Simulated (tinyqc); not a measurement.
What an interlayer buys: scattering of inversion-layer electrons by surface optical phonons of the gate insulator (remote phonon scattering). Computed by tinyqc, a small Python program. Command: `OMP_NUM_THREADS=1 python tinyqc.py 3112721 3112722 out.jsonl sophonon walk`. One thread of a shared host (Intel(R) Xeon(R) Processor @ 2.30GHz), about 0.02 s of CPU time with the checks.

One subband with the Fang-Howard envelope; insulator and channel are half-spaces, the gate is far away, and an interlayer only moves the polar surface away by t (its own modes and its permittivity contrast are left out).

Inputs (values chosen for the exercise, modelled on SiO2 on germanium):
```
quantity                                   value        unit
static constant of the insulator eps_0s     3.88           -
intermediate constant eps_i                 3.03           -
optical constant eps_inf                    2.48           -
hbar omega_TO1                              57.1         meV
hbar omega_TO2                               141         meV
constant of the channel eps_s               16.2           -
in-plane mass m                            0.119         m_0
valleys g_v                                    4           -
sheet density n                          2.1e+12      1/cm^2
mean distance of the electrons z0 = 3/b      1.5          nm
interlayer thickness t                      0.37          nm
temperature T                                400           K
mobility from other processes                260  cm^2/(V s)
```

Screening by the channel electrons: static.

Constants: k_B = 8.617333262e-05 eV/K; hbar^2/(2 m_0) = 3.80998212 eV angstrom^2; e^2/(4 pi eps_0) = 14.39964548 eV angstrom; hbar = 6.582119569e-16 eV s; e = 1.602176634e-19 C; m_0 = 9.1093837015e-31 kg.

Method:
- eps(w) = eps_inf + (eps_0s - eps_i) w1^2/(w1^2 - w^2) + (eps_i - eps_inf) w2^2/(w2^2 - w^2). Surface modes solve eps(w) + eps_s = 0, a quadratic in w^2; the strength of a mode is g = 2/(w d eps/dw).
- Occupation N = 1/(exp(hbar w/(k_B T)) - 1).
- Density of states D = g_v m/(pi hbar^2); eta = E_F/(k_B T) = ln(exp(n/(D k_B T)) - 1); screening wave number q_s = e^2 D/(2 eps_0 eps_avg) x 1/(1 + exp(-eta)), eps_avg = (eps_s + eps_inf)/2; b = 3/z0.
- For a mode of strength g, without the occupation factor, Area x |M(q)|^2 = e^2 hbar w g/(2 eps_0 q) x (b/(b + q))^6 exp(-2 q t) / (1 + (q_s/q) H(q))^2, H = (1 + 9 x/8 + 3 x^2/8)/(1 + x)^3, x = q/b.
- Approximate momentum relaxation rate, taking tau v alike in the initial and final states: 1/tau = (m/(2 pi hbar^3)) sum over modes and over absorption (N, E' = E + hbar w) and emission (N + 1, E' = E - hbar w > 0) of [(1 - f(E'))/(1 - f(E))] int_0^(2 pi) Area |M(q)|^2 (1 - cos theta) d theta, q^2 = k^2 + k'^2 - 2 k k' cos theta, f the Fermi function; 48 midpoints in theta from 0 to pi.
- mu = (e/m) int tau E f (1 - f) dE/(k_B T int f dE), by 300 midpoints from 0 to (max(eta, 0) + 14) k_B T; Matthiessen sum with the other processes.

hbar omega_SO (meV): 1 58.341, 2 143.078

strengths g: 1 0.00217539, 2 0.00155700

occupations N: 1 0.225565, 2 0.016002

b = 2 1/nm

q_s = 0.508318 1/nm

eta = -1.02577

Against the interlayer thickness:
```
t (nm)  remote-phonon mobility (cm^2/(V s))  total (cm^2/(V s))
0.0                              1.0326e+05              259.35
0.3                              1.5867e+05              259.57
0.6                              2.4112e+05              259.72
1.0                              4.1299e+05              259.84
1.5                              7.8110e+05              259.91
2.0                              1.4172e+06              259.95
3.0                              4.1346e+06              259.98
```

What follows from these numbers?

1 nm of interlayer raises the remote-phonon mobility by a factor 4.00, as exp(2 q t) with an effective q of 0.69 per nm; between 2 and 3 nm the effective q is 0.54. The total goes from 259 to 260 over the first nanometre.

Extremes, crossings and ranges named in words are read from the listed rows.
